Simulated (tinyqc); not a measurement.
Inputs raised by 5 %, one at a time: electron-beam lithography: double-Gaussian proximity function, edge placement and dose correction for parallel lines. Computed by tinyqc, a small Python program. Command: `OMP_NUM_THREADS=1 python tinyqc.py 3113013 3113014 out.jsonl proximity sens`. One thread of a shared host (Intel(R) Xeon(R) Processor @ 2.30GHz), about 0.02 s of CPU time with the checks.

Lines are infinitely long. Absorbed energy is counted so that the middle of a very large area written at dose 1 receives 1; the resist develops where it exceeds 1/2.

Inputs (values chosen for the exercise, of the order of those for 100 keV electrons in resist on silicon):
```
quantity                              value               unit
forward range alpha                   0.015         micrometre
backscatter range beta                   34         micrometre
backscatter ratio eta                  0.77                  -
base dose D0                            390  microcoulomb/cm^2
beam current                             31                 nA
pixel size                                5                 nm
width of the test line                0.058         micrometre
pattern density around the test line   0.61                  -
```

line widths (micrometre): 0.047  7  42  0.11  0.037

gaps between the lines (micrometre): 0.1  0.13  24  19

Constants: e = 1.602176634e-19 C.

Method:
- The first line starts at x = 0; each next one starts after the width and the gap.
- f(r) = [exp(-r^2/alpha^2)/alpha^2 + eta exp(-r^2/beta^2)/beta^2]/(pi (1 + eta)). A line from a to b at dose d gives E(x) = d [S(alpha) + eta S(beta)]/(1 + eta), S(s) = [erf((b - x)/s) - erf((a - x)/s)]/2.
- M_ij is the mean of E at the two edges of line i from line j at dose 1.
- Uncorrected edge energies are M 1. Solve M d = 1/2 for the doses d that put the mean edge energy of every line at the threshold.
- A test line of width w << beta in surroundings of density rho, all at dose d: near its edge E(x) = d [S + eta rho]/(1 + eta), S = [erf((b - x)/alpha) - erf((a - x)/alpha)]/2 for edges a and b, the second term being the background energy. Dose to size d_s = (1 + eta)/(erf(w/alpha) + 2 eta rho), dose = d_s D0; edge slope d [1 - exp(-w^2/alpha^2)]/(sqrt(pi) alpha (1 + eta)); width change per 1 % of dose = 2 x 0.01 x (1/2)/slope.
- With dose = d_s D0: electrons per pixel N = dose x pixel area/e; relative noise 1/sqrt(N); time per cm^2 of pattern area = dose x density/current; pixel rate = current/(dose x pixel area).

Runs; columns: (1) input moved; (2) from; (3) to; (4) dose to size d_s; (5) width change per 1 % of dose (nm); (6) largest over smallest dose; (7) writing time per cm^2 (h):
```
(1)                                     (2)      (3)      (4)      (5)     (6)     (7)
base run                                  -        -  0.91265  0.51562  1.7535  1.9455
forward range alpha (micrometre)      0.015  0.01575  0.91265  0.54141  1.7542  1.9455
backscatter range beta (micrometre)      34     35.7  0.91265  0.51562  1.7283  1.9455
backscatter ratio eta                  0.77   0.8085  0.91045  0.52811  1.7911  1.9408
pattern density around the test line   0.61   0.6405  0.89107  0.52811  1.7535  1.9945
base dose D0 (microcoulomb/cm^2)        390    409.5  0.91265  0.51562  1.7535  2.0428
beam current (nA)                        31    32.55  0.91265  0.51562  1.7535  1.8529
pixel size (nm)                           5     5.25  0.91265  0.51562  1.7535  1.9455
```

Exponents ln(y'/y) / ln(x'/x):
```
input                                 dose to size d_s  width change per 1 % of dose  largest over smallest dose  writing time per cm^2
forward range alpha                              0.000                          1.00                       0.008                  0.000
backscatter range beta                           0.000                          0.00                      -0.297                  0.000
backscatter ratio eta                           -0.049                          0.49                       0.435                 -0.049
pattern density around the test line            -0.490                          0.49                       0.000                  0.510
base dose D0                                     0.000                          0.00                       0.000                  1.000
beam current                                     0.000                          0.00                       0.000                 -1.000
pixel size                                       0.000                          0.00                       0.000                  0.000
```

To which inputs is each result most sensitive?

Among the inputs moved here: dose to size d_s answers most in size to pattern density around the test line (exponent -0.490), next to backscatter ratio eta (-0.049); its exponent is below 0.0005 for forward range alpha, backscatter range beta, base dose D0, beam current, pixel size. Width change per 1 % of dose answers most in size to forward range alpha (exponent +1.000), next to backscatter ratio eta (+0.490); its exponent is below 0.0005 for backscatter range beta, base dose D0, beam current, pixel size. Its exponent +1.000 in forward range alpha: the edge slope goes as 1/alpha. Largest over smallest dose answers most in size to backscatter ratio eta (exponent +0.435), next to backscatter range beta (-0.297); its exponent is below 0.0005 for pattern density around the test line, base dose D0, beam current, pixel size. Writing time per cm^2 answers most in size to beam current (exponent -1.000), and about equally to base dose D0 (+1.000); its exponent is below 0.0005 for forward range alpha, backscatter range beta, pixel size.

Extremes, crossings and ranges named in words are read from the listed rows.
